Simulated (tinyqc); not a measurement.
Inside a calculation. Model: gated two-dimensional channel with two bands, quantum capacitance.

Computed by the program tinyqc: `OMP_NUM_THREADS=1 python tinyqc.py 2200011 2200012 out.jsonl`, one thread of a shared Intel Xeon 2.30GHz, about 0.01 s for the whole run. Printed values are rounded.

phi is the Fermi level above the lowest band edge, in volts; Vg is counted from the gate voltage at which an empty channel would have phi = 0. The channel has no thickness; trap charge is -q Dit phi.

Parameters, values chosen for the exercise; lowest band close to that of a thin In0.53Ga0.47As body:
```
symbol,value,unit,meaning
T,300,K,temperature
eox,21.7,,relative permittivity of the gate insulator (close to hafnium oxide)
tox,17,nm,insulator thickness
md,0.0464,m0,in-plane mass
gv,1,,valley degeneracy
m2,0.1,m0,"in-plane mass of a second band, chosen freely"
g2,6,,"valley degeneracy of that band, chosen freely"
E2,0.17,eV,second band edge above the first
Dit,0,cm^-2 eV^-1,density of traps
Vg,0.93,V,gate voltage
```

Constants: q = 1.602176634e-19 C, kB = 1.380649e-23 J/K, hbar = 1.054571817e-34 J s, m0 = 9.1093837015e-31 kg, Vt = kB T/q, eps0 = 8.8541878128e-14 F/cm where lengths are in cm. Results are converted to the units shown.

## Gate capacitance

Cox = eps0 eox/tox.

Cox = 1.13021 uF/cm^2

## Starting value

phi = Vg.

phi at the start = 0.93 V

## Iteration 1: new phi

D1 = gv md m0 q/(pi hbar^2), D2 = g2 m2 m0 q/(pi hbar^2) per eV; n1 = D1 Vt ln(1 + exp(phi/Vt)), n2 = D2 Vt ln(1 + exp((phi - E2)/Vt)), n = n1 + n2; Cq = q dn/dphi = q [D1/(1 + exp(-phi/Vt)) + D2/(1 + exp((E2 - phi)/Vt))]. Newton: f = phi + q (n + Dit phi)/Cox - Vg, phi(new) = phi - f/(1 + (Cq + q Dit)/Cox).

n1 = 1.80259e13 cm^-2
n2 = 1.90486e14 cm^-2
Cq = 43.2622 uF/cm^2
f = 29.5584 V
phi after iteration 1 = 0.177457 V

## Iteration 2: new phi

As before.

n1 = 3.44013e12 cm^-2
n2 = 5.49292e12 cm^-2
Cq = 26.0565 uF/cm^2
f = 0.513797 V
phi after iteration 2 = 0.156097 V

## Iteration 3: new phi

As before.

n1 = 3.02679e12 cm^-2
n2 = 2.98045e12 cm^-2
Cq = 17.9040 uF/cm^2
f = 0.0776777 V
phi after iteration 3 = 0.151485 V

## Course of the iteration

Stop when the step is below 1e-10 V, or after 40 iterations.

Course of the iteration:
```
iteration  phi before the step (V)   step (V)
1                             0.93     -0.753
2                         0.177457    -0.0214
3                         0.156097   -4.61e-3
4                         0.151485   -2.17e-4
5                         0.151268   -4.67e-7
6                         0.151267  -2.15e-12
```

Converged in 6 iterations.

## Charge and capacitances at the solution

converged phi = 0.151267 V

D1 = gv md m0 q/(pi hbar^2), D2 = g2 m2 m0 q/(pi hbar^2) per eV; n1 = D1 Vt ln(1 + exp(phi/Vt)), n2 = D2 Vt ln(1 + exp((phi - E2)/Vt)), n = n1 + n2; Cq = q dn/dphi = q [D1/(1 + exp(-phi/Vt)) + D2/(1 + exp((E2 - phi)/Vt))]. 1/C_G = 1/Cox + 1/(Cq + q Dit); dphi/dVg = Cox/(Cox + Cq + q Dit).

n = 5.49336e12 cm^-2
Cq = 16.2028 uF/cm^2
C_G = 1.05651 uF/cm^2
dphi/dVg = 0.0652059

Cq is 14.3 times Cox, so C_G is 93.5 % of Cox; 16.3 % of the gate voltage has gone into phi.
